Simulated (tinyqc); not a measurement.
Inside a calculation. Method: UKS/PBE in the sto-6g basis, for H4, spin multiplicity 3. This run ends on a higher stationary point, not on the lowest solution. One step of it, computed by the program tinyqc.

Task: Iteration 2: building the Kohn-Sham matrix. J_ij = sum D_kl (ij|kl) with D = D(alpha) + D(beta); F = H + J + V_xc; E = tr D H + tr D J / 2 + E_xc + E_nn.

D(alpha) after iteration 1:
```
           1H 1s      2H 1s      3H 1s      4H 1s
1H 1s   0.810824  -0.059208  -0.396923   0.386759
2H 1s  -0.059208   0.703404   0.336255  -0.396923
3H 1s  -0.396923   0.336255   0.703404  -0.059208
4H 1s   0.386759  -0.396923  -0.059208   0.810824
```

D(beta) after iteration 1:
```
          1H 1s     2H 1s     3H 1s     4H 1s
1H 1s  0.115687  0.145413  0.145413  0.115687
2H 1s  0.145413  0.221764  0.221764  0.145413
3H 1s  0.145413  0.221764  0.221764  0.145413
4H 1s  0.115687  0.145413  0.145413  0.115687
```

core Hamiltonian H = T + V (hartree):
```
           1H 1s      2H 1s      3H 1s      4H 1s
1H 1s  -1.232299  -0.714550  -0.041998  -0.004949
2H 1s  -0.714550  -1.391553  -0.269192  -0.041998
3H 1s  -0.041998  -0.269192  -1.391553  -0.714550
4H 1s  -0.004949  -0.041998  -0.714550  -1.232299
```

Two-electron integrals (ij|kl) in chemists' order, unique and non-zero (hartree):
```
(11|11) 0.774999   (21|11) 0.248958   (21|21) 0.107621   (22|11) 0.434297
(22|21) 0.248958   (22|22) 0.774999   (31|11) 0.008241   (31|21) 0.004049
(31|22) 0.011224   (31|31) 0.000214   (32|11) 0.040999   (32|21) 0.023072
(32|22) 0.075266   (32|31) 0.001544   (32|32) 0.012602   (33|11) 0.177560
(33|21) 0.092589   (33|22) 0.286124   (33|31) 0.008241   (33|32) 0.075266
(33|33) 0.774999   (41|11) 0.000732   (41|21) 0.000369   (41|22) 0.001051
(41|31) 0.000022   (41|32) 0.000164   (41|33) 0.001051   (41|41) 2.37e-06
(42|11) 0.004824   (42|21) 0.002613   (42|22) 0.008241   (42|31) 0.000186
(42|32) 0.001544   (42|33) 0.011224   (42|41) 0.000022   (42|42) 0.000214
(43|11) 0.062520   (43|21) 0.031392   (43|22) 0.092589   (43|31) 0.002613
(43|32) 0.023072   (43|33) 0.248958   (43|41) 0.000369   (43|42) 0.004049
(43|43) 0.107621   (44|11) 0.128379   (44|21) 0.062520   (44|22) 0.177560
(44|31) 0.004824   (44|32) 0.040999   (44|33) 0.434297   (44|41) 0.000732
(44|42) 0.008241   (44|43) 0.248958   (44|44) 0.774999
```

nuclear repulsion = 1.69819568 hartree

V_xc(alpha) (hartree):
```
           1H 1s      2H 1s      3H 1s      4H 1s
1H 1s  -0.482042  -0.178396  -0.007453  -0.000783
2H 1s  -0.178396  -0.476667  -0.053899  -0.007453
3H 1s  -0.007453  -0.053899  -0.476667  -0.178396
4H 1s  -0.000783  -0.007453  -0.178396  -0.482042
```

V_xc(beta) (hartree):
```
           1H 1s      2H 1s      3H 1s      4H 1s
1H 1s  -0.350278  -0.142446  -0.006135  -0.000647
2H 1s  -0.142446  -0.393714  -0.044959  -0.006135
3H 1s  -0.006135  -0.044959  -0.393714  -0.142446
4H 1s  -0.000647  -0.006135  -0.142446  -0.350278
```

E_xc = sum of w rho eps_xc = -1.40163350 hartree

Give: Coulomb J; F(alpha); F(beta); total energy of this density.

Result:

Coulomb J (hartree):
```
        1H 1s   2H 1s   3H 1s   4H 1s
1H 1s  1.4967  0.6513  0.0328  0.0036
2H 1s  0.6513  1.6828  0.2359  0.0328
3H 1s  0.0328  0.2359  1.6828  0.6513
4H 1s  0.0036  0.0328  0.6513  1.4967
```

F(alpha) (hartree):
```
         1H 1s    2H 1s    3H 1s    4H 1s
1H 1s  -0.2177  -0.2416  -0.0166  -0.0021
2H 1s  -0.2416  -0.1855  -0.0872  -0.0166
3H 1s  -0.0166  -0.0872  -0.1855  -0.2416
4H 1s  -0.0021  -0.0166  -0.2416  -0.2177
```

F(beta) (hartree):
```
         1H 1s    2H 1s    3H 1s    4H 1s
1H 1s  -0.0859  -0.2057  -0.0153  -0.0020
2H 1s  -0.2057  -0.1025  -0.0783  -0.0153
3H 1s  -0.0153  -0.0783  -0.1025  -0.2057
4H 1s  -0.0020  -0.0153  -0.2057  -0.0859
```

total energy of this density = -1.898550 hartree

This density is a damped mixture and is not idempotent.
